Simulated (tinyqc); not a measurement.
Exponent and activation energy from three stresses.

Inverse problem. Oxide breakdown follows t63 = a V^(-n) exp(Ea q/(kB T)). Find n, Ea and the E-model slope gamma = n/E (cm/MV) at the higher voltage, E = V/tox.

Parameters, values chosen for the exercise: oxide thickness tox = 5.1 nm.

Constants: q = 1.602176634e-19 C, kB = 1.380649e-23 J/K. Results are converted to the units shown.

t63 at (3.91 V, 373 K), (5.46 V, 373 K) and (5.46 V, 398 K) (s): [11811.813, 0.19354963, 0.055413770]

Solution. The two voltages give n and the two temperatures Ea.

n = 33.0
Ea = 0.640 eV
gamma = 3.08 cm/MV

Numbers from tinyqc (`OMP_NUM_THREADS=1 python tinyqc.py 2070167 2070168 out.jsonl`; about 0.01 s on one thread of a shared Intel Xeon 2.30GHz).
